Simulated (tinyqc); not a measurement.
Worked calculation: six-band Luttinger-Kohn model with strain. Values are carried at full precision from step to step, so a last printed digit may differ when a step is redone from the rounded ones.

Constants: hbar^2/2m0 = 3.80998211 eV angstrom^2.

Values chosen for the exercise (near those of AlAs; shifted at random, so the results belong to these values and not to a real crystal): C11 = 123.9 GPa; C12 = 52.9 GPa; C44 = 54.6 GPa; load = uniaxial [100] (kind of stress); X = -2.27 GPa (stress); Dso = 0.278 eV (spin-orbit splitting); g1 = 3.75 (Luttinger gamma1); g2 = 0.82 (gamma2); g3 = 1.42 (gamma3); av = 2.49 eV (valence hydrostatic potential); b = -2.31 eV (tetragonal shear potential); d = -3.37 eV (trigonal shear potential); k = (-0.043, 0.042, 0) 1/angstrom (wave vector); kmax = 0.08 1/angstrom (end of the path).

## Strain from a uniaxial [100] stress

s11 = (C11 + C12)/((C11 - C12)(C11 + 2 C12)), s12 = -C12/((C11 - C12)(C11 + 2 C12)), s44 = 1/C44; exx = s11 sxx + s12 (syy + szz) and cyclic, exy = s44 sxy/2; tension is positive. A uniaxial stress X along the unit vector n is s_ij = X n_i n_j.

s11, s12, s44 (1/TPa): 10.8408  -3.2437  18.3150

strain tensor:
```
           x         y         z
x  -0.024609  0.000000  0.000000
y   0.000000  0.007363  0.000000
z   0.000000  0.000000  0.007363
```

The volume changes by -0.988 %; there is no shear in the cubic axes, so d does not enter.

## The terms P, Q, R, S at one k

P = c g1 k^2 - av tr(e); Q = c g2 (kx^2 + ky^2 - 2 kz^2) - (b/2)(exx + eyy - 2 ezz); R = c sqrt3 [-g2 (kx^2 - ky^2) + 2i g3 kx ky] + (sqrt3/2) b (exx - eyy) - i d exy; S = 2 c sqrt3 g3 (kx - i ky) kz - d (exz - i eyz); c = hbar^2/2m0, e the strain tensor (not engineering shear).

Form the four terms.

Terms (eV):
```
term             from k  from strain
P               0.05162      0.02461
Q               0.01129     -0.03693
R     -0.00046-0.03385i      0.06396
S               0.00000      0.00000
```

## The Hamiltonian

Six-band Luttinger-Kohn model in the basis |3/2,3/2>, |3/2,1/2>, |3/2,-1/2>, |3/2,-3/2>, |1/2,1/2>, |1/2,-1/2>, electron energies, zero at the top of the unstrained valence band. H = -[rows: (P+Q, -S, R, 0, -S/r2, r2 R); (-S*, P-Q, 0, R, -r2 Q, r32 S); (R*, 0, P-Q, S, r32 S*, r2 Q); (0, R*, S*, P+Q, -r2 R*, -S*/r2); (-S*/r2, -r2 Q, r32 S, -r2 R, P+Dso, 0); (r2 R*, r32 S*, r2 Q, -S/r2, 0, P+Dso)], r2 = sqrt(2), r32 = sqrt(3/2). Levels are twofold.

Each term is the sum of its two parts.

H(k) (eV):
```
                  3/2,3/2          3/2,1/2         3/2,-1/2         3/2,-3/2         1/2,1/2         1/2,-1/2
3/2,3/2           -0.0506                0  -0.0635+0.0338i                0               0  -0.0898+0.0479i
3/2,1/2                 0          -0.1019                0  -0.0635+0.0338i         -0.0363                0
3/2,-1/2  -0.0635-0.0338i                0          -0.1019                0               0           0.0363
3/2,-3/2                0  -0.0635-0.0338i                0          -0.0506  0.0898+0.0479i                0
1/2,1/2                 0          -0.0363                0   0.0898-0.0479i         -0.3542                0
1/2,-1/2  -0.0898-0.0479i                0           0.0363                0               0          -0.3542
```

## Levels and their make-up

Diagonalise H. The weights add +m and -m and are averaged over each pair; m is taken along z.

levels from the top, each twofold (eV): 0.0288  -0.1496  -0.3859

weights:
```
               top  second  third
|3/2,+-3/2>  0.659   0.263  0.078
|3/2,+-1/2>  0.271   0.726  0.003
|1/2,+-1/2>  0.070   0.011  0.919
```

The top pair is 66 % |3/2,+-3/2>, the second pair is 73 % |3/2,+-1/2> and the third pair is 92 % |1/2,+-1/2>.

## Band edges at k = 0
Diagonalise H at k = 0. The weights add +m and -m (m along z) and are averaged over each pair.

edges from the top (eV): 0.0779  -0.0985  -0.3313

weights at k = 0:
```
               top  second  third
|3/2,+-3/2>  0.697   0.250  0.053
|3/2,+-1/2>  0.232   0.750  0.018
|1/2,+-1/2>  0.070   0.000  0.930
```

The stress splits the top two pairs by 176.4 meV, 6.82 times kT at 300 K (25.85 meV); the third lies 409.2 meV below the top, against Dso = 278 meV without stress.

## Polarisation of the edge transitions

In the basis X, Y, Z times spin, H(k = 0) has -Dso/3 + l exx + m (eyy + ezz) on the diagonal (cyclic) and n exy off it, l = av + 2 b, m = av - b, n = sqrt(3) d. Spin-orbit term (Dso/3) L.sigma on X, Y, Z with (L_k)_ij = -i epsilon_kij: <X+|H|Y+> = -i Dso/3, <X+|H|Z-> = Dso/3, <Y+|H|Z-> = -i Dso/3, <Z+|H|X-> = -Dso/3, <Z+|H|Y-> = i Dso/3, <X-|H|Y-> = i Dso/3, and their conjugates; + and - are the spin along z. The strength of a transition to an s-like conduction level for light polarised along the unit vector u is the weight of the orbital ux X + uy Y + uz Z in the valence state, summed over spin and averaged over the pair.

strain block of X, Y, Z (eV):
```
         X         Y         Z
X  0.12310         0         0
Y        0  -0.09846         0
Z        0         0  -0.09846
```

Relative strengths:
```
polarisation    top  second  third
[100]         0.884   0.000  0.116
[010]         0.058   0.500  0.442
[001]         0.058   0.500  0.442
[110]         0.471   0.250  0.279
[1-10]        0.471   0.250  0.279
[111]         0.333   0.333  0.333
```

The top pair is strongest for light along [100] (0.884) and weakest along [010] and [001] (0.058); without strain every direction has 1/3 on average over the fourfold top. For each polarisation the three pairs add up to 1.

## Hole masses at the edges

Curvature at k = 0: m/m0 = -2 c h^2/(E(h u) + E(-h u) - 2 E(0)) with h = 0.0002 1/angstrom along the unit vector u.

Hole masses (m0):
```
direction    top  second  third
[110]      0.226   0.299  0.287
[1-10]     0.226   0.299  0.287
[100]      0.155   0.474  0.373
[001]      0.417   0.219  0.233
```

Of the directions listed, the top pair is lightest along [100] (0.155) and heaviest along [001] (0.417). These masses hold only for hole energies well below the splitting of 176 meV.

## Bands along [110] and [001]

Six points from 0 to kmax in each direction.

Levels (eV):
```
direction  |k| (1/angstrom)     top   second    third  top, no stress  second, no stress
[110]                 0.000  0.0779  -0.0985  -0.3313          0.0000             0.0000
[110]                 0.016  0.0737  -0.1018  -0.3347         -0.0011            -0.0061
[110]                 0.032  0.0617  -0.1120  -0.3454         -0.0045            -0.0241
[110]                 0.048  0.0443  -0.1303  -0.3646         -0.0098            -0.0521
[110]                 0.064  0.0245  -0.1572  -0.3947         -0.0170            -0.0872
[110]                 0.080  0.0054  -0.1921  -0.4394         -0.0257            -0.1257
[001]                 0.000  0.0779  -0.0985  -0.3313          0.0000             0.0000
[001]                 0.016  0.0756  -0.1029  -0.3355         -0.0021            -0.0052
[001]                 0.032  0.0686  -0.1160  -0.3484         -0.0082            -0.0207
[001]                 0.048  0.0573  -0.1370  -0.3708         -0.0185            -0.0458
[001]                 0.064  0.0416  -0.1648  -0.4042         -0.0329            -0.0790
[001]                 0.080  0.0218  -0.1977  -0.4502         -0.0514            -0.1187
```

## Checks

- Levels against the same model in the basis X, Y, Z times spin: they agree to 1e-10 or better.

Run: tinyqc, `OMP_NUM_THREADS=1 python tinyqc.py 1050881 1050882 out.jsonl`; Intel(R) Xeon(R) Processor @ 2.30GHz, one thread, shared host; about 0.2 s of CPU time with all checks.
